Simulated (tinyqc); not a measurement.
Inversion layer as a triangular well, valleys of the Si type, step by step. Values are carried at full precision from step to step, so a last printed digit may differ when a step is redone from the rounded ones.

Six ellipsoidal valleys with their long axes along the cube axes, mass ml along the axis and mt across it. For a valley whose axis makes the angle theta with the surface normal, 1/m_z = cos^2(theta)/ml + sin^2(theta)/mt sets the confinement; in the plane the masses are m_1 = mt and m_2 = ml mt/m_z, and m_d = sqrt(m_1 m_2).

Constants: e^2/(4 pi eps0) = 14.39964547 eV angstrom; hbar^2/2m0 = 3.80998211 eV angstrom^2; kB = 8.617333262e-05 eV/K.

Values chosen for the exercise (near those of Si; the results hold for these values, not for the real material): ml = 0.911 m0 (longitudinal mass); mt = 0.189 m0 (transverse mass); face = 100 (surface); eps = 11.6 (dielectric constant); Ns = 11 x 1e12/cm^2 (electron sheet density); Nd = 0.5 x 1e12/cm^2 (depletion charge); eta = 0.5 (share of Ns in the effective field); T = 77 K (temperature); tox = 22 angstrom (SiO2-equivalent oxide thickness).

## Valley masses on the (100) face

Group the valleys by their angle to the normal, heaviest m_z first.

Valleys (masses in m0):
```
valleys g  cos^2(theta)     m_z     m_1     m_2     m_d
2                1.0000  0.9110  0.1890  0.1890  0.1890
4                0.0000  0.1890  0.1890  0.9110  0.4149
```

The 2 valleys with the heaviest m_z will give the lowest ladder of subbands.

## Effective field

The field is taken as constant, e F = 4 pi (e^2/4 pi eps0)(Nd + eta Ns)/eps, with 1e12/cm^2 = 1e-4/angstrom^2, and the oxide as a hard wall at z = 0; c = hbar^2/2m0.

Find e F, and F in MV/cm (1 MV/cm = 0.01 V/angstrom).

e F = 0.00935955 eV/angstrom
F = 0.9360 MV/cm

## Subband ladders

Level j of a valley lies at E_j = a_j (c (e F)^2/m_z)^(1/3) above the band edge at the surface, with the Airy zeros a_j = 2.338107, 4.087949, 5.520560, 6.786708, 7.944134, 9.022651, 10.040174, 11.008524, 11.936016, 12.828777, and has <z> = 2 E_j/(3 e F).

The ten lowest levels of all groups of valleys together, j = 0, 1, ..., c = hbar^2/2m0; primes mark the groups with lighter m_z.

Subbands:
```
label  valleys g  m_d (m0)  E (eV)  <z> (angstrom)
0              2    0.1890  0.1673           11.92
0'             4    0.4149  0.2826           20.13
1              2    0.1890  0.2925           20.84
2              2    0.1890  0.3950           28.14
3              2    0.1890  0.4856           34.59
1'             4    0.4149  0.4941           35.20
4              2    0.1890  0.5684           40.49
5              2    0.1890  0.6456           45.99
2'             4    0.4149  0.6673           47.53
6              2    0.1890  0.7184           51.17
```

The second subband is 0', 115.3 meV above the first. Levels above about 0.5 eV lie beyond parabolic valleys.

## Fermi level and populations

Subband i holds n_i = g m_d/(2 pi c) kB T ln(1 + exp((EF - E_i)/kB T)) (spin included), and EF is fixed by sum n_i = Ns over the levels listed or, where none are listed, over j = 0 to 9 of each group; 1e12/cm^2 = 1e-4/angstrom^2.

Solve for EF; c = hbar^2/2m0. The mean distance is sum n_i <z>_i/Ns.

EF = 0.2369 eV

Populations:
```
label  (EF - E)/kB T  n (1e12/cm^2)  share (%)
0              10.49         10.995      100.0
0'             -6.88          0.005        0.0
1              -8.38          0.000        0.0
2             -23.83          0.000        0.0
3             -37.48          0.000        0.0
1'            -38.76          0.000        0.0
4             -49.96          0.000        0.0
5             -61.59          0.000        0.0
2'            -64.86          0.000        0.0
6             -72.56          0.000        0.0
```

mean distance from the surface = 11.92 angstrom

The lowest subband holds 100.0 % of the electrons and is degenerate (EF more than 2 kB T above its edge).

## Effect on the gate capacitance

The charge sits at the mean distance <z> from the surface, which adds (3.9/eps) <z> to the oxide thickness; C/Cox = tox/(tox + 3.9 <z>/eps). The density-of-states term is left out.

added thickness = 4.01 angstrom
C/Cox = 0.846

## Checks

- Lowest level by finite differences against the Airy formula, eV: both 0.1673.

tinyqc: `OMP_NUM_THREADS=1 python tinyqc.py 1282632 1282633 out.jsonl`; about 0.03 s, one thread, shared Intel(R) Xeon(R) Processor @ 2.30GHz.
